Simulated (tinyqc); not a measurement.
# From resistivity rho back to transport coupling lambda_tr

Model: Bloch-Grueneisen resistivity of a metal. Computed by tinyqc, a small Python program. Command: `OMP_NUM_THREADS=1 python tinyqc.py 3027520 3027521 out.jsonl bg inv`. One thread of a shared host (Intel(R) Xeon(R) Processor @ 2.30GHz), about 0.01 s of CPU time with the checks.

Electrons scatter from a Debye spectrum of phonons (n = 5 for scattering within one band, n = 3 for scattering into a second, heavy band) and from static defects.

Inputs (values chosen for the exercise, modelled on molybdenum):

| quantity | value | unit |
|---|---|---|
| exponent n | 5 | - |
| Debye temperature Theta | 392 | K |
| Drude plasma energy hbar w_p | 8.5 | eV |
| residual resistivity rho_0 | 0.0071 | microohm cm |
| temperature T | 295 | K |

Addition: none.

Constants: k_B = 1.380649e-23 J/K; hbar = 1.054571817e-34 J s; eps_0 = 8.8541878128e-12 F/m; hbar = 6.582119569e-16 eV s; k_B = 8.617333262e-05 eV/K.

Method:
- J_n(y) = int_0^y x^n e^x/(e^x - 1)^2 dx, by 96 Gauss-Legendre points (upper limit at most 60).
- rho_ph = (n - 1) rho_1 (T/Theta)^n J_n(Theta/T), with rho_1 = 2 pi lambda_tr k_B Theta/(hbar eps_0 w_p^2), the high-temperature line at T = Theta.
- Matthiessen's rule: rho = rho_0 + rho_ph.
- Temperature coefficient (1/rho) d rho/dT by a central difference of +/- 0.5 K; residual ratio rho(295 K)/rho(4.2 K); scattering time tau = 1/(eps_0 w_p^2 rho); Wiedemann-Franz kappa = L_0 T/rho, L_0 = (pi^2/3)(k_B/e)^2.

Task: A run gave the result below. Find the transport coupling lambda_tr, known to lie between 0.31 and 0.72.

resistivity rho = 5.739139 microohm cm

Result:

Each step takes the trial c = (a f_b - b f_a)/(f_b - f_a), f being the result less the target and a, b, c the logarithms of the listed values; c replaces end b, the old b replaces a if the sign of f changed, and otherwise f_a is halved.

Scan of the range:

| transport coupling lambda_tr | resistivity rho (microohm cm) |
|---|---|
| 0.310 | 4.6333 |
| 0.357 | 5.3347 |
| 0.411 | 6.1406 |
| 0.472 | 7.0509 |
| 0.544 | 8.1254 |
| 0.626 | 9.3491 |
| 0.720 | 10.7519 |

False position (Illinois rule, in the logarithm of the input) inside the bracket:

| step | end a | end b | trial | resistivity rho (microohm cm) |
|---|---|---|---|---|
| 1 | 0.357000 | 0.411000 | 0.383150 | 5.72495 |
| 2 | 0.411000 | 0.383150 | 0.384068 | 5.73866 |
| 3 | 0.411000 | 0.384068 | 0.384130 | 5.73958 |
| 4 | 0.384068 | 0.384130 | 0.384100 | 5.73914 |
| 5 | 0.384130 | 0.384100 | 0.384100 | 5.73914 |

Resistivity rho rises at every point of a 13-point scan of the range (every second point is shown), so one value fits; it is bracketed by 0.357 and 0.411. The scan shows a straight line, so linear interpolation between any two rows gives the answer at once. Answer: transport coupling lambda_tr = 0.3841.
